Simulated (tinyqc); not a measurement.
p-n junction with a stepped n side, non-linear Poisson equation by Newton steps: one step of the calculation.

One dimension, p side on the left, n side on the right; net doping C = -Na for x < 0, +N1 for 0 < x < L1 and +Nd beyond. The potential psi is counted from the intrinsic level, and the quasi-Fermi potentials are flat: 0 for holes and -V for electrons, so n = ni exp((psi + V)/Vt) and p = ni exp(-psi/Vt) (Boltzmann statistics, full ionisation, no current).

Task. Converged densities, field and charge. n and p as above; field E_i = -(psi_(i+1) - psi_i)/h_i on each interval; charge on either side of the peak Q = eps0 eps_r |E|max (Gauss).

Parameters, values chosen for the exercise; band and dielectric values close to those of silicon:
- T = 325 K (temperature)
- eps_r = 11.5 (relative permittivity)
- V = 0 V (bias of the p side against the n side)

Constants: q = 1.602176634e-19 C, kB = 1.380649e-23 J/K, Vt = kB T/q, eps0 = 8.8541878128e-14 F/cm where lengths are in cm. Results are converted to the units shown.

| node | x (nm) | converged psi (V) | net doping C (cm^-3) |
|---|---|---|---|
| 0 | -436 | -0.37733246 | -5.4e16 |
| 1 | -344 | -0.37733188 | -5.4e16 |
| 2 | -263 | -0.37731886 | -5.4e16 |
| 3 | -191 | -0.37708006 | -5.4e16 |
| 4 | -128 | -0.37362936 | -5.4e16 |
| 5 | -71.7 | -0.33520368 | -5.4e16 |
| 6 | -22 | -0.12719499 | -5.4e16 |
| 7 | 22 | 0.23208835 | 7.5e16 |
| 8 | 69.3 | 0.36452801 | 7.5e16 |
| 9 | 120 | 0.34694080 | 1.5e16 |
| 10 | 175 | 0.34269725 | 1.5e16 |
| 11 | 233 | 0.34172092 | 1.5e16 |
| 12 | 296 | 0.34150826 | 1.5e16 |
| 13 | 364 | 0.34146679 | 1.5e16 |
| 14 | 437 | 0.34145953 | 1.5e16 |
| 15 | 515 | 0.34145839 | 1.5e16 |
| 16 | 598 | 0.34145823 | 1.5e16 |
| 17 | 689 | 0.34145820 | 1.5e16 |

ni = 7.6049359e10 cm^-3

Wanted: n; p; field E; peak |E|; charge Q.

Result.

| node | n (cm^-3) | p (cm^-3) |
|---|---|---|
| 0 | 1.0710e5 | 5.4000e16 |
| 1 | 1.0710e5 | 5.3999e16 |
| 2 | 1.0715e5 | 5.3974e16 |
| 3 | 1.0807e5 | 5.3516e16 |
| 4 | 1.2224e5 | 4.7312e16 |
| 5 | 4.8205e5 | 1.1998e16 |
| 6 | 8.1037e8 | 7.1369e12 |
| 7 | 3.0206e14 | 1.9147e7 |
| 8 | 3.4185e16 | 1.6918e5 |
| 9 | 1.8244e16 | 3.1702e5 |
| 10 | 1.5679e16 | 3.6888e5 |
| 11 | 1.5141e16 | 3.8197e5 |
| 12 | 1.5027e16 | 3.8488e5 |
| 13 | 1.5005e16 | 3.8545e5 |
| 14 | 1.5001e16 | 3.8555e5 |
| 15 | 1.5000e16 | 3.8556e5 |
| 16 | 1.5000e16 | 3.8557e5 |
| 17 | 1.5000e16 | 3.8557e5 |

| interval | field E (kV/cm) |
|---|---|
| 0 | 0.000 |
| 1 | -0.002 |
| 2 | -0.033 |
| 3 | -0.548 |
| 4 | -6.825 |
| 5 | -41.853 |
| 6 | -81.655 |
| 7 | -28.000 |
| 8 | 3.469 |
| 9 | 0.772 |
| 10 | 0.168 |
| 11 | 0.034 |
| 12 | 0.006 |
| 13 | 0.001 |
| 14 | 0.000 |
| 15 | 0.000 |
| 16 | 0.000 |

peak |E| = 81.655 kV/cm
charge Q = 83.144 nC/cm^2

Program tinyqc, `OMP_NUM_THREADS=1 python tinyqc.py 2000014 2000015 out.jsonl`; Intel Xeon 2.30GHz, shared host, one thread, about 0.03 s.
